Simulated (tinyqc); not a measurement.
## Gate sheet resistance from two finger widths

Inverse problem. At low frequency R = Rsh Wf/(3 L) + B/Wf, where B collects the channel and vertical terms. Find Rsh, B and the width of lowest R.

Values chosen for this exercise: channel length L = 0.9 um.

input resistance of single fingers, contacted at one end, of width 1.1 and 8.9 um (ohm): 57.740741  68.809405

Solution. R Wf is a straight line in Wf^2; the minimum of R lies where both terms are equal.

Rsh = 19.00 ohm/square
B = 55.00 ohm um
width of lowest R = 2.796 um

Program tinyqc, `OMP_NUM_THREADS=1 python tinyqc.py 2262199 2262200 out.jsonl`; Intel Xeon 2.30GHz, shared host, one thread, about 0.01 s.
